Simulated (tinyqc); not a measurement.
Wider gaps pin less: metal-induced gap states at the contact of a metal chain and a two-band chain.

The semiconductor alternates sites A at -Eg/2 and C at +Eg/2 with hopping -t; the gap runs from -Eg/2 to Eg/2. In the gap cosh(q a) = 1 + (Eg^2/4 - E^2)/(2 t^2) and the amplitude changes by -exp(-q a) a period. The metal has site energy 0 and hopping -tm; its end site has g_m = (E - i sqrt(4 tm^2 - E^2))/(2 tm^2). Sites 1, 2, ... count into the semiconductor, with energies e1, e2 alternating. The clean half chain has g1 = 1/(E - e1 - t^2 g2), g2 = 1/(E - e2 - t^2 g1), decaying root. With the contact G11 = 1/(1/g1 - tc^2 g_m), and the density on site j is -Im G_jj/pi = |psi_j/psi_1|^2 (-Im G11/pi), per spin, with psi_2/psi_1 = -t g2, psi_3/psi_2 = -t g1.

Constants: e^2/(4 pi eps0) = 14.39964547 eV angstrom.

Values chosen for the exercise (gap and optical dielectric constant near those of GaN; the chain itself is a model; shifted at random, so the results belong to these values and not to a real crystal): Eg = 3.46 eV (gap); t = 2.18 eV (hopping in the semiconductor); tm = 3.33 eV (hopping in the metal); tc = 0.91 eV (hopping across the contact); end = C (site that touches the metal); a = 3.19 angstrom (period (two sites); one chain for each area a^2); eps = 5.4 (dielectric constant).

E = 0; Eg is varied and eps follows 1 + (eps0 - 1)(Eg0/Eg), with the given Eg and eps as Eg0 and eps0. xi = 1/(2q), N = 2 (summed density)/a^2, S = 1/(1 + 4 pi e^2 N xi/eps).

Against the gap:
```
Eg (eV)    eps  xi (angstrom)  summed density (1/eV)      S  S at fixed eps
0.50     31.45          13.92                 0.1356  0.319           0.074
0.75     21.30           9.28                 0.0879  0.423           0.157
1.10     14.84           6.34                 0.0576  0.533           0.294
1.50     11.15           4.66                 0.0404  0.625           0.446
2.30      7.62           3.06                 0.0241  0.744           0.673
3.40      5.48           2.10                 0.0145  0.835           0.833
5.50      3.77           1.34                 0.0073  0.916           0.940
9.00      2.69           0.88                 0.0033  0.963           0.981
```

From Eg = 0.5 to 9 eV xi falls by a factor 15.8 and the summed density by 41.6, so at fixed eps S rises from 0.07 to 0.98. The weaker screening of wide-gap solids works against this: with it S goes from 0.32 to 0.96.

Program tinyqc; command `OMP_NUM_THREADS=1 python tinyqc.py 1450040 1450041 out.jsonl`; about 0.01 s on one thread of a shared Intel(R) Xeon(R) Processor @ 2.30GHz.
